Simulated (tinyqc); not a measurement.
Beam energy: resolution against speed: sputter depth profiling of a dopant layer: erosion rate, quantification and the mixing-roughness response. Computed by tinyqc, a small Python program. Command: `OMP_NUM_THREADS=1 python tinyqc.py 3010314 3010315 out.jsonl sims walk`. One thread of a shared host (Intel(R) Xeon(R) Processor @ 2.30GHz), about 0.04 s of CPU time with the checks.

A rastered ion beam erodes silicon (49.94 atoms per nm^3). The measured profile is the true one convolved with a depth response.

Inputs (values chosen for the exercise, modelled on a dopant in silicon under an oxygen or caesium beam): beam energy E = 2.2 keV; beam current = 230 nA; raster side = 250 um; sputter yield at 1 keV = 0.64; mixing length at 1 keV = 1.6 nm; roughness sigma = 0.64 nm; depth of the top edge z0 = 44 nm; box width b = 1.9 nm; box concentration C = 1e+20 1/cm^3; relative sensitivity factor RSF = 4.3e+21 1/cm^3; matrix count rate = 2.2e+06 1/s; background count rate = 1.7 1/s; counting time per point = 2 s; level that defines the junction C_B = 8e+16 1/cm^3.

True profile: box.

Constants: e = 1.602176634e-19 C.

Method:
- Scaling chosen for the exercise: yield Y = Y1 E^0.5, mixing length w = w1 E^0.5 (E in keV).
- Erosion rate = Y I/(e x raster^2 x density); depth step = rate x counting time; concentration = RSF x counts/matrix counts; detection limit = RSF x 3 sqrt(background x time)/(matrix rate x time).
- Mixing alone turns a layer at z0 into (1/w) exp(-(z - z0 + w)/w) for z > z0 - w; roughness adds a Gaussian of width sigma. With x = z - z0 + w: g(x) = (1/(2w)) exp(sigma^2/(2 w^2) - x/w) erfc((sigma/w - x/sigma)/sqrt2), and its integral G(x) = (1/2) erfc(-x/(sigma sqrt2)) - w g(x). Measured: C [G(x) - G(x - b)].
- Width = full width at half maximum; the apparent junction is the deep point where the profile falls to C_B; time to profile to twice z0 = 2 z0/erosion rate, at fixed current.

erosion rate = 0.436596 nm/s

Measured values:
```
E (keV)  w (nm)  peak (1/cm^3)  width (nm)  apparent junction (nm)  time (min)
0.15     0.6197     7.4642e+19      2.3742                  50.000      12.865
0.25     0.8000     7.0191e+19      2.4848                  50.983       9.965
0.50     1.1314     6.2837e+19      2.6963                  52.784       7.047
1.00     1.6000     5.4413e+19      3.0075                  55.255       4.983
2.00     2.2627     4.5583e+19      3.4653                  58.584       3.523
4.00     3.2000     3.7022e+19      4.1314                  63.012       2.491
8.00     4.5255     2.9250e+19      5.0833                  68.846       1.762
```

What does the comparison show, and why?

From the highest to the lowest energy the width goes from 5.08 to 2.37 nm, towards the floor set by roughness and the box width 1.9 nm, and the junction error from 22.9 to 4.10 nm, at 7.3 times the time. Extrapolating the tail slope to zero energy separates mixing from real diffusion. Caution: the surface transient, segregation under the beam and the growth of roughness with depth are left out, and real yields fall faster near the sputter threshold.

Extremes, crossings and ranges named in words are read from the listed rows.
